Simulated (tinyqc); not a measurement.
Deformation-potential model of the X valleys of a conduction band: one step. Piezoresistance from repopulation. Three cases, with inputs chosen for the exercise.

Question. For small stress d(rho)/rho = pi X. For valleys on the cube axes pi11 = -(2/3) Xu (s11 - s12)/kT x (K - 1)/(2K + 1), pi12 = -pi11/2, pi44 = 0, K = ml/mt. For stress along [110]: pi_l = (pi11 + pi12 + pi44)/2 with the current along it and pi_t = (pi11 + pi12 - pi44)/2 with the current along [1-10]. 1/GPa = 100 x 1e-11/Pa.

Constants: kB = 8.617333262e-05 eV/K.

Give: K; pi11, pi12, pi44; pi_l, pi_t for [110].

Case 1.

Values chosen (near those of GaP; the results hold for these values, not for the real material): ml = 2.068 m0 (longitudinal mass); mt = 0.259 m0 (transverse mass); Xu = 6.35 eV (uniaxial potential); T = 350 K (temperature).

s11, s12, s44 (1/TPa): 9.053184  -2.629059  14.771049

Answer.

K = 7.985

pi11, pi12, pi44 (1e-11/Pa): -67.5  33.7  0.0

pi_l, pi_t for [110] (1e-11/Pa): -16.9  -16.9

Case 2.

Values chosen (near those of GaP; the results hold for these values, not for the real material): ml = 2.078 m0 (longitudinal mass); mt = 0.246 m0 (transverse mass); Xu = 6.81 eV (uniaxial potential); T = 400 K (temperature).

s11, s12, s44 (1/TPa): 8.792720  -2.506715  14.749263

Answer.

K = 8.447

pi11, pi12, pi44 (1e-11/Pa): -61.9  31.0  0.0

pi_l, pi_t for [110] (1e-11/Pa): -15.5  -15.5

Case 3.

Values chosen (near those of AlAs; the results hold for these values, not for the real material): ml = 1.139 m0 (longitudinal mass); mt = 0.205 m0 (transverse mass); Xu = 5.54 eV (uniaxial potential); T = 300 K (temperature).

s11, s12, s44 (1/TPa): 9.927889  -2.843503  19.120459

Answer.

K = 5.556

pi11, pi12, pi44 (1e-11/Pa): -68.6  34.3  0.0

pi_l, pi_t for [110] (1e-11/Pa): -17.2  -17.2

Only the transfer between valleys is counted; changes of mass and of intervalley scattering add to it in a real crystal.

Computed by tinyqc, one run a case: `OMP_NUM_THREADS=1 python tinyqc.py N N+1 out.jsonl` with N = 1081156, 1081287, 1081540; one thread of a shared Intel(R) Xeon(R) Processor @ 2.30GHz, about 0.03 s a run at most.
